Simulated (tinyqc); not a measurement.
MOS inversion layer, Poisson-Schroedinger loop: two steps of the calculation.

Electrons confined at an insulator interface at z = 0, treated as a hard wall; parabolic valleys, Hartree approximation, no image or exchange terms. The depletion charge lies far deeper than the electrons and gives a uniform field q Nd/(eps0 eps_r); the gate balances all charge. Energies are counted from the band edge at the interface.

Parameters, values chosen for the exercise; masses and permittivity close to those of silicon (100):
- T = 300 K (temperature)
- mz1 = 0.931 m0 (mass along z of valley set A (2 valley(s)))
- md1 = 0.189 m0 (in-plane density-of-states mass of set A)
- mz2 = 0.19 m0 (mass along z of valley set B (4 valley(s)))
- md2 = 0.41 m0 (in-plane density-of-states mass of set B)
- Ns = 3.5e12 cm^-2 (sheet density of electrons)
- dE = 0 eV (extra shift of set B (strain))
- hz = 0.86 nm (mesh step)

Constants: q = 1.602176634e-19 C, kB = 1.380649e-23 J/K, hbar = 1.054571817e-34 J s, m0 = 9.1093837015e-31 kg, Vt = kB T/q, hbar^2/(2 m0) = 0.0380998212 eV nm^2. Results are converted to the units shown.

Problem 1. Levels and probability densities. Tridiagonal Hamiltonian with psi = 0 one step beyond both ends: H_ii = C (1/m_(i-1/2) + 1/m_(i+1/2))/hz^2 + V0_i + U_i (+ dE for the set B), H_(i,i+1) = -C/(m_(i+1/2) hz^2), C = hbar^2/(2 m0). The lowest 2 level(s) of each valley set are kept, normalised to hz sum |psi|^2 = 1. The mass is the same on all intervals.

```
node  fixed potential V0 (eV)  self-consistent potential U at the start (eV)
1                  0.00745398                                              0
2                  0.01490795                                              0
3                  0.02236193                                              0
4                  0.02981591                                              0
5                  0.03726988                                              0
6                  0.04472386                                              0
7                  0.05217783                                              0
8                  0.05963181                                              0
9                  0.06708579                                              0
10                 0.07453976                                              0
11                 0.08199374                                              0
12                 0.08944772                                              0
13                 0.09690169                                              0
14                 0.10435567                                              0
15                 0.11180964                                              0
16                 0.11926362                                              0
17                 0.12671760                                              0
18                 0.13417157                                              0
19                 0.14162555                                              0
```

Wanted: levels; |psi|^2 of A1; |psi|^2 of A2; |psi|^2 of B1; |psi|^2 of B2.

Solution 1.

levels (eV): A1 0.0336, A2 0.0583, B1 0.0575, B2 0.1005

```
node  |psi|^2 of A1 (1/nm)  |psi|^2 of A2 (1/nm)  |psi|^2 of B1 (1/nm)  |psi|^2 of B2 (1/nm)
1                   0.1404                0.1280                0.0308                0.0304
2                   0.3273                0.1495                0.1016                0.0836
3                   0.3314                0.0125                0.1696                0.0976
4                   0.2133                0.0554                0.2037                0.0604
5                   0.0998                0.2130                0.1979                0.0133
6                   0.0364                0.2621                0.1640                0.0018
7                   0.0108                0.1904                0.1198                0.0366
8                   0.0027                0.0975                0.0786                0.0936
9                   0.0006                0.0382                0.0469                0.1404
10                  0.0001                0.0120                0.0258                0.1578
11                  0.0000                0.0031                0.0132                0.1458
12                  0.0000                0.0007                0.0063                0.1158
13                  0.0000                0.0001                0.0028                0.0813
14                  0.0000                0.0000                0.0012                0.0511
15                  0.0000                0.0000                0.0005                0.0290
16                  0.0000                0.0000                0.0002                0.0148
17                  0.0000                0.0000                0.0001                0.0066
18                  0.0000                0.0000                0.0000                0.0024
19                  0.0000                0.0000                0.0000                0.0005
```

Problem 2. Fermi level and occupations. Level k holds N_k = D_k Vt ln(1 + exp((EF - E_k)/Vt)) with D = 2 md1 m0 q/(pi hbar^2) for the set A, D = 4 md2 m0 q/(pi hbar^2) for the set B per eV (spin included); EF is fixed by sum N_k = Ns.

levels (eV): A1 0.03364865, A2 0.05833366, B1 0.05754024, B2 0.10046722

Give: EF; N_k.

Solution 2.

EF = -5.062e-4 eV
N_k (cm^-2): A1 9.655e11, A2 3.990e11, B1 1.783e12, B2 3.529e11

tinyqc, about 0.5 s, one thread, Intel Xeon 2.30GHz (shared host): `OMP_NUM_THREADS=1 python tinyqc.py 2160013 2160014 out.jsonl`
